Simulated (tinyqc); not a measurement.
Inside a calculation. Method: LDA (VWN5) atom on a uniform radial grid, spin-unpolarised, for N. Computed by tinyqc, a small Python program that keeps every step. Settings: Z = 7, points = 128, R = 12.5, functional = lda,vwn, mixing = 0.2, iteration cap = 87. Command: `OMP_NUM_THREADS=1 python tinyqc.py 25093 25094 out.jsonl` (the two numbers bound the seeds that draw the settings). One thread of a shared host (Intel(R) Xeon(R) Processor @ 2.60GHz), about 0.4 s of CPU time with the checks. Later iterations appear only in the table of the cycle.

## Iteration 1

Spherical atom on a uniform radial grid r_j = j h with h = R/(N + 1), h sum u^2 = 1 and integrals as h times sums, u(0) = u(R) = 0 (atomic units):
```
parameter            value
Z                        7
points N               128
R                12.500000
h                 0.096899
mixing            0.200000
electrons in 1s          2
electrons in 2s          2
electrons in 2p          3
```

Three-point differences turn -u''/2 + [l(l+1)/2r^2 - Z/r + V] u = e u into a tridiagonal matrix (diagonal 1/h^2 + potential, off-diagonal -1/2h^2). D = sum f u^2; the Hartree potential y/r solves y'' = -D/r with y(0) = 0, y(R) = N_e; v_xc comes from rho = D/(4 pi r^2); E = sum f e - int D V + int D (V_H/2 + eps_xc); V(new) = V + mixing (V_H + v_xc - V).

eigenvalues (hartree): 1s -22.1886, 2s -5.9583, 2p -6.1879

Every 8th grid point:
```
r          V in     u(1s)      u(2s)     u(2p)         D     V_H       v_xc
0.7752   0.0000    0.1627    -1.1410    1.0464    5.9416  8.3342    -0.9870
1.5504   0.0000    0.0020    -0.4194    0.2700    0.5704  4.5062    -0.3105
2.3256   0.0000  1.90e-05    -0.0711    0.0396    0.0148  3.0099    -0.0814
3.1008   0.0000  1.57e-07    -0.0091    0.0046  2.31e-04  2.2575    -0.0195
3.8760   0.0000  1.23e-09    -0.0010  4.74e-04  2.74e-06  1.8060    -0.0042
4.6512   0.0000         0  -1.03e-04  4.49e-05  2.74e-08  1.5050    -0.0008
5.4264   0.0000         0  -9.90e-06  4.03e-06  2.45e-10  1.2900  -1.61e-04
6.2016   0.0000         0  -9.08e-07  3.47e-07         0  1.1287  -3.00e-05
6.9767   0.0000    0.0000  -8.05e-08  2.89e-08         0  1.0033     0.0000
7.7519   0.0000    0.0000  -6.96e-09  2.36e-09         0  0.9030     0.0000
8.5271   0.0000    0.0000  -5.89e-10  1.88e-10         0  0.8209     0.0000
9.3023   0.0000    0.0000  -4.90e-11  1.48e-11         0  0.7525     0.0000
10.0775  0.0000    0.0000          0         0         0  0.6946     0.0000
10.8527  0.0000    0.0000          0         0         0  0.6450     0.0000
11.6279  0.0000    0.0000          0         0         0  0.6020     0.0000
12.4031  0.0000    0.0000          0         0         0  0.5644     0.0000
```

total energy = -43.860135 hartree

## Iteration 2

As before.

eigenvalues (hartree): 1s -19.4465, 2s -4.5240, 2p -4.5458

Every 8th grid point:
```
r          V in     u(1s)      u(2s)     u(2p)         D     V_H       v_xc
0.7752   1.4694    0.1811    -1.0832    1.0487    5.7118  8.1145    -0.9748
1.5504   0.8391    0.0028    -0.5096    0.3624    0.9136  4.4959    -0.3585
2.3256   0.5857  3.43e-05    -0.1138    0.0738    0.0422  3.0097    -0.1112
3.1008   0.4476  3.75e-07    -0.0196    0.0121    0.0012  2.2575    -0.0323
3.8760   0.3604  3.87e-09    -0.0029    0.0018  2.68e-05  1.8060    -0.0087
4.6512   0.3008  3.86e-11  -4.09e-04  2.41e-04  5.08e-07  1.5050    -0.0022
5.4264   0.2580         0  -5.37e-05  3.10e-05  8.65e-09  1.2900    -0.0005
6.2016   0.2257         0  -6.76e-06  3.86e-06  1.36e-10  1.1287  -1.21e-04
6.9767   0.2007    0.0000  -8.27e-07  4.66e-07         0  1.0033  -2.77e-05
7.7519   0.1806    0.0000  -9.87e-08  5.50e-08         0  0.9030     0.0000
8.5271   0.1642    0.0000  -1.16e-08  6.38e-09         0  0.8209     0.0000
9.3023   0.1505    0.0000  -1.33e-09  7.28e-10         0  0.7525     0.0000
10.0775  0.1389    0.0000  -1.52e-10  8.21e-11         0  0.6946     0.0000
10.8527  0.1290    0.0000  -1.70e-11         0         0  0.6450     0.0000
11.6279  0.1204    0.0000          0         0         0  0.6020     0.0000
12.4031  0.1129    0.0000          0         0         0  0.5644     0.0000
```

total energy = -45.949432 hartree

## Convergence

Stop when input and output potentials agree to 1e-7.

Course of the cycle (hartree):
```
iteration           E     e(1s)    e(2s)    e(2p)  largest |V(out) - V(in)|
1          -43.860135  -22.1886  -5.9583  -6.1879                  1.63e+01
2          -45.949432  -19.4465  -4.5240  -4.5458                  1.22e+01
3          -47.338148  -17.4022  -3.4747  -3.3585                  9.00e+00
4          -48.230680  -15.8913  -2.7075  -2.5031                  6.59e+00
5          -48.782646  -14.7855  -2.1469  -1.8885                  4.78e+00
6          -49.109457  -13.9847  -1.7376  -1.4476                  3.43e+00
7          -49.293875  -13.4110  -1.4388  -1.1315                  2.44e+00
8          -49.392751  -13.0042  -1.2210  -0.9048                  1.72e+00
9          -49.443095  -12.7183  -1.0621  -0.7419                  1.21e+00
10         -49.467512  -12.5185  -0.9461  -0.6244                  8.49e-01
11         -49.478878  -12.3794  -0.8610  -0.5392                  5.97e-01
...               ...       ...      ...      ...                       ...
66         -49.488339  -12.0269  -0.6017  -0.2855                  9.09e-07
67         -49.488339  -12.0269  -0.6017  -0.2855                  7.21e-07
68         -49.488339  -12.0269  -0.6017  -0.2855                  5.72e-07
69         -49.488339  -12.0269  -0.6017  -0.2855                  4.54e-07
70         -49.488339  -12.0269  -0.6017  -0.2855                  3.60e-07
71         -49.488339  -12.0269  -0.6017  -0.2855                  2.85e-07
72         -49.488339  -12.0269  -0.6017  -0.2855                  2.26e-07
73         -49.488339  -12.0269  -0.6017  -0.2855                  1.80e-07
74         -49.488339  -12.0269  -0.6017  -0.2855                  1.42e-07
75         -49.488339  -12.0269  -0.6017  -0.2855                  1.13e-07
76         -49.488339  -12.0269  -0.6017  -0.2855                  8.95e-08
```

Converged in 76 iterations. A uniform grid resolves the cusp poorly: for a bare nucleus this grid gives 1s at -22.18862 against -Z^2/2 = -24.5 hartree. Before convergence this energy mixes input and output and is not variational, so it may rise towards its limit.
